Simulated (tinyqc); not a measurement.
Leaving out one process at a time: Debye-Callaway model of lattice thermal conductivity. Computed by tinyqc, a small Python program. Command: `OMP_NUM_THREADS=1 python tinyqc.py 3022869 3022870 out.jsonl callaway walk`. One thread of a shared host (Intel(R) Xeon(R) Processor @ 2.30GHz), about 0.01 s of CPU time with the checks.

Three acoustic branches with one velocity v, cut at omega_D = k_B Theta/hbar; x = hbar omega/(k_B T). v and Theta are separate inputs: Theta cuts off the heat-carrying modes, so C need not reach 3 k_B/V. gamma is an effective value that sets the umklapp rate.

Inputs (values chosen for the exercise, modelled on germanium):
```
quantity                                value        unit
sound velocity v                         3760         m/s
Debye temperature Theta                   378           K
volume per atom V                        22.6  angstrom^3
mean atomic mass M                      72.63           u
effective Grueneisen parameter gamma     2.13           -
umklapp exponent divisor b                  3           -
mass variance Gamma                   0.00046           -
Casimir length L                         1100  micrometre
normal-process factor f_N                0.43           -
temperature T                             200           K
```

Sample: crystal. Point defects: isotopes. Normal processes: included.

Constants: k_B = 1.380649e-23 J/K; hbar = 1.054571817e-34 J s; u = 1.6605390666e-27 kg.

Method:
- Gamma is given directly by the isotope mixture. A = V Gamma/(4 pi v^3).
- Rates: point defects A omega^4; umklapp B omega^2 T exp(-Theta/(b T)) with B = hbar gamma^2/(M v^2 Theta); normal processes f_N B omega^2 T (T/Theta)^2. Boundaries: v/L.
- kappa_1 = c int tau_C g dx, g = x^4 e^x/(e^x - 1)^2, c = (k_B/(2 pi^2 v)) (k_B T/hbar)^3, over 0 < x < min(Theta/T, 40), by 96 Gauss-Legendre points in s with x = x_max s^2; 1/tau_C = 1/tau_R + 1/tau_N; kappa_2 = c [int (tau_C/tau_N) g dx]^2 / int (tau_C/(tau_N tau_R)) g dx; kappa = kappa_1 + kappa_2.

Rayleigh coefficient A = 1.55630e-44 s^3

Conductivity at T:
```
case                   kappa (W/(m K))  ratio to all
all processes                   83.964             1
without point defects           96.274        1.1466
without boundaries              84.528        1.0067
without umklapp                 412.91        4.9177
```

Removing umklapp raises kappa most, by a factor 4.92; removing boundaries gives only 1.01.
